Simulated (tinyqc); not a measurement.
A particle near a wafer in liquid: double-layer and van der Waals forces (DLVO), deposition barrier and removal: one step, computed by the program tinyqc. Command: `OMP_NUM_THREADS=1 python tinyqc.py 3112653 3112654 out.jsonl dlvo walk`. One thread of a shared host (Intel(R) Xeon(R) Processor @ 2.30GHz), about 0.01 s of CPU time with the checks.

Sphere and flat wall, Derjaguin approximation, constant potentials in the linear-superposition form, no retardation and no hydration force.

Task: Screening. kappa^2 = 2 z^2 e^2 N_A (1000 c)/(eps eps_0 k_B T); gamma_i = tanh(z e psi_i/(4 k_B T)); Z = 64 pi eps eps_0 (k_B T/(z e))^2 gamma_1 gamma_2.

Inputs (values chosen for the exercise, of the order of those for silica on silicon in water):

| quantity | value | unit |
|---|---|---|
| particle radius R | 310 | nm |
| potential of the particle psi_1 | -26 | mV |
| potential of the wafer psi_2 | -11 | mV |
| salt concentration c | 0.0038 | mol/L |
| valence z of the symmetric salt | 1 | - |
| temperature T | 343 | K |
| dielectric constant of the liquid | 63.7 | - |

Constants: e = 1.602176634e-19 C; N_A = 6.02214076e+23 1/mol; eps_0 = 8.8541878128e-12 F/m; k_B = 1.380649e-23 J/K; k_B = 8.617333262e-05 eV/K.

Give: kappa; Debye length; gamma_1; gamma_2; Z; kappa R.

Result:

kappa = 0.20973 1/nm

Debye length = 4.7680 nm

gamma_1 = -0.21643

gamma_2 = -0.092772

Z = 1.9893 pN

kappa R = 65.016

Like signs: the double layers repel.
